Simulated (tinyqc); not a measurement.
Raising U: Hubbard ring of 6 sites, mean field against exact. Computed by the program tinyqc. Collinear unrestricted mean field (the lowest of 40 random starts) against exact diagonalisation.

one-body matrix (hopping and site energies) (eV):
```
         1        2        3        4        5        6
1   0.0000  -1.5900   0.0000   0.0000   0.0000  -1.5900
2  -1.5900   0.0000  -1.5900   0.0000   0.0000   0.0000
3   0.0000  -1.5900   0.0000  -1.5900   0.0000   0.0000
4   0.0000   0.0000  -1.5900   0.0000  -1.5900   0.0000
5   0.0000   0.0000   0.0000  -1.5900   0.0000  -1.5900
6  -1.5900   0.0000   0.0000   0.0000  -1.5900   0.0000
```

electrons, up and down: 3  2

Exact and mean-field results (eV):

| U | U/t | E exact | E mean field | mean \|n_up - n_down\| | double occupancy, exact | first gap in the sector |
|---|---|---|---|---|---|---|
| 0.800 | 0.503 | -10.36767 | -10.33377 | 0.181 | 0.151 | 0.000 |
| 1.590 | 1.000 | -9.68807 | -9.55547 | 0.198 | 0.136 | 0.000 |
| 3.180 | 2.000 | -8.53053 | -8.02293 | 0.254 | 0.107 | 0.000 |
| 4.770 | 3.000 | -7.62453 | -6.58772 | 0.368 | 0.083 | 0.000 |
| 6.360 | 4.000 | -6.92437 | -5.50745 | 0.607 | 0.064 | 0.000 |
| 9.540 | 6.000 | -5.96064 | -4.42416 | 0.741 | 0.039 | 0.000 |
| 12.720 | 8.000 | -5.35682 | -3.87794 | 0.783 | 0.025 | 0.000 |
| 19.080 | 12.000 | -4.66966 | -3.33296 | 0.812 | 0.013 | 0.000 |
| 31.800 | 20.000 | -4.06811 | -2.89845 | 0.826 | 4.88e-03 | 0.000 |

What does the comparison show, and why?

In absolute terms mean field is worst at U/t = 6.0, 1.536 eV too high: at small U it is nearly exact, and at large U it still misses the motion of the hole through a fluctuating spin background. Relative to the exact energy its error is 0.3 % at the smallest U, 29 % at most and 29 % at the largest. The double occupancy falls from 0.151 to 0.005.
